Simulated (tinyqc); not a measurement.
Capillary instabilities by surface diffusion: grooving and agglomeration of films, edge retraction, wire break-up and smoothing of roughness: one step, computed by the program tinyqc.

Isotropic surface energy; shapes change by surface diffusion alone.

Problem. Retraction of a straight edge. A rim shaped as a circular segment with contact angle theta holds the area h x; its radius r obeys r^2 (theta - sin theta cos theta) = h x. To advance, the edge must carry a strip of the rim height H = r (1 - cos theta) over the rim, driven by the curvature 1/r over the distance r theta (the scaling argument of Brandon and Bradshaw): H dx/dt = B/(theta r^2) gives x^(5/2) = (5/2) B t c^(3/2)/(theta (1 - cos theta) h^(3/2)), c = theta - sin theta cos theta.

Inputs (values chosen for the exercise, of the order of those of a copper film):

| quantity | value | unit |
|---|---|---|
| contact angle on the substrate theta | 125 | degrees |
| temperature T | 860 | K |
| time t | 5200 | s |
| film thickness h | 25 | nm |

B = 888313.7 nm^4/s

Give: retraction x; rim height H; present speed.

Solution.

retraction x = 1683 nm

rim height H = 198.2 nm

present speed = 0.1295 nm/s

The rim is 7.9 times the film thickness. x goes as t^(2/5) h^(-3/5): thin films retract faster.
